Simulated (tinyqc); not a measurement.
Fully depleted semiconductor-on-insulator film with two gates, non-linear Poisson equation by Newton steps: one step of the calculation.

One dimension across the film, front interface at x = 0, back interface at x = ts. psi is counted from the intrinsic level, n = ni exp(psi/Vt) (source grounded), holes neglected, acceptors ionised. Gates act through Cox = eps0 eox/tox and Cbox = 3.9 eps0/tb with potentials G1 = Vg - (phiM - chi - Vt ln(Nc/ni)) and G2 = Vb - (phiB - chi - Vt ln(Nc/ni)). Classical Boltzmann densities, no interface charge, no depletion in the back plane.

Problem. Density, residual and Jacobian diagonal. Nodes 0 to 10, h = ts/10, box widths w = h (h/2 at both ends), a = eps0 eps_r/h. F_i = a (psi_(i+1) - 2 psi_i + psi_(i-1)) - q w_i (n_i + Na); F_0 = a (psi_1 - psi_0) + Cox (G1 - psi_0) - q w_0 (n_0 + Na); F_10 = a (psi_9 - psi_10) + Cbox (G2 - psi_10) - q w_10 (n_10 + Na). Diagonal b_i = -2 a - q w_i n_i/Vt, with -a - Cox and -a - Cbox in place of -2 a at the ends.

Values chosen for this exercise; band and dielectric values those of a made-up semiconductor: temperature T = 250 K; relative permittivity of the gate insulator (close to silicon nitride) eox = 7.63; insulator thickness tox = 4.7 nm; film thickness ts = 26 nm; buried-oxide thickness (eps_r 3.9) tb = 59 nm; acceptor density of the film Na = 1e15 cm^-3.

Constants: q = 1.602176634e-19 C, kB = 1.380649e-23 J/K, Vt = kB T/q, eps0 = 8.8541878128e-14 F/cm where lengths are in cm. Results are converted to the units shown.

psi at the start, node 0 to 10 (V): 0.1  0.1  0.1  0.1  0.1  0.1  0.1  0.1  0.1  0.1  0.1
ni = 1.9673415e9 cm^-3
a = 4.4611485 uF/cm^2
G1 = 0.68518955 V
G2 = 0.44518955 V

Give: n; residual F; diagonal b.

Solution.

```
node  n (cm^-3)  residual F (1e-7 C/cm^2)  diagonal b (F/cm^2)
0     2.0408e11                    8.4113           -5.8985e-6
1     2.0408e11                   -0.0004           -8.9223e-6
2     2.0408e11                   -0.0004           -8.9223e-6
3     2.0408e11                   -0.0004           -8.9223e-6
4     2.0408e11                   -0.0004           -8.9223e-6
5     2.0408e11                   -0.0004           -8.9223e-6
6     2.0408e11                   -0.0004           -8.9223e-6
7     2.0408e11                   -0.0004           -8.9223e-6
8     2.0408e11                   -0.0004           -8.9223e-6
9     2.0408e11                   -0.0004           -8.9223e-6
10    2.0408e11                    0.2018           -4.5197e-6
```

tinyqc, about 0.4 s, one thread, Intel Xeon 2.30GHz (shared host): `OMP_NUM_THREADS=1 python tinyqc.py 2190078 2190079 out.jsonl`
